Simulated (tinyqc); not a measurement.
Mesh against width: smearing for a one-band metal on the simple cubic lattice.

Lattice vectors (units of a): a1 = (1, 0, 0), a2 = (0, 1, 0), a3 = (0, 0, 1). E(k) = -t A_1(k) - t2 A_2(k), A_m the sum of cos(k . R) over the 6 nearest and 12 second lattice vectors. Mesh k = sum (j_i/N) b_i, j_i = 0 .. N-1.

With x = (E_k - mu)/sigma: Gaussian f = erfc(x)/2, s = exp(-x^2)/(2 sqrt(pi)); Methfessel-Paxton (first order) f = erfc(x)/2 - x exp(-x^2)/(2 sqrt(pi)), s = (1 - 2 x^2) exp(-x^2)/(4 sqrt(pi)). With weights w = points/N^d (d the dimension), mu solves 2 sum w f = ne; E = 2 sum w f E_k, S = 2 sum w s, F = E - sigma S.

Parameters, chosen for this exercise:
- t = 1.21 eV (nearest hopping)
- t2 = 0.01 eV (second hopping)
- ne = 0.68 (electrons per cell)

Gaussian smearing, (E + F)/2. The reference is F of first-order Methfessel-Paxton smearing with sigma = 0.05 t on the mesh N = 40; it moves by 0.00 meV on the mesh N = 50; in three dimensions such meshes can agree by chance and the reference may be off by about 1 meV, so smaller errors are not resolved.

Errors (meV per cell):

| N | sigma = 0.05 t | sigma = 0.15 t | sigma = 0.4 t |
|---|---|---|---|
| 4 | -42.14 | -42.87 | -44.85 |
| 6 | 38.66 | 33.53 | 20.21 |
| 8 | 5.79 | 3.16 | -1.94 |
| 12 | 8.21 | 6.01 | 1.92 |
| 16 | -1.03 | -1.06 | -0.19 |
| 24 | -0.21 | -0.15 | -0.03 |

reference = -2.21653 eV

First N from which the value stays within 2 meV of its last entry (which need not be the best one): 16 for sigma = 0.05 t, 16 for sigma = 0.15 t, 8 for sigma = 0.4 t. At the last mesh the errors are -0.21, -0.15 and -0.03 meV. The widest smearing converges sooner with the mesh than the narrowest; a level at which its last entries rest, if any, is its bias. The smallest error belongs to 0.05 t on 1, 0.15 t on 0, 0.4 t on 5 of the 6 meshes.

Computed by tinyqc, a small Python program: `OMP_NUM_THREADS=1 python tinyqc.py 1650141 1650142 out.jsonl` (the numbers bound the seed that draws the inputs); one thread of a shared host (Intel(R) Xeon(R) Processor @ 2.30GHz), about 0.3 s for the whole set of steps.
